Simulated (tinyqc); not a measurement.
# Gap and mass from two generation rates

Problem. In the two-band model the band-to-band tunnelling rate in a uniform field is G = A F^2 exp(-B/F), with B = pi sqrt(m/C) Eg^1.5/4 (V/nm), A = 1e21 (2 q/h) m Eg/(16 pi C B) for G in cm^-3 s^-1 and F in V/nm, C = hbar^2/(2 m0). Find B, A, Eg and m.

Constants: q = 1.602176634e-19 C, hbar = 1.054571817e-34 J s, h = 6.62607015e-34 J s, m0 = 9.1093837015e-31 kg, hbar^2/(2 m0) = 0.0380998212 eV nm^2. Results are converted to the units shown.

G at F = 0.029 and 0.047 V/nm (cm^-3 s^-1): 4.4356594e23  9.0096762e26

Answer. The slope of ln(G/F^2) against 1/F is -B and the intercept gives A. The product A B fixes m Eg, and B = (pi/4) Eg sqrt(m Eg/C) then gives Eg.

B = 0.504 V/nm
A = 1.84e34 cm^-3 s^-1 (V/nm)^-2
Eg = 0.654 eV
m = 0.0560 m0

Numbers from tinyqc (`OMP_NUM_THREADS=1 python tinyqc.py 2620066 2620067 out.jsonl`; about 0.01 s on one thread of a shared Intel Xeon 2.30GHz).
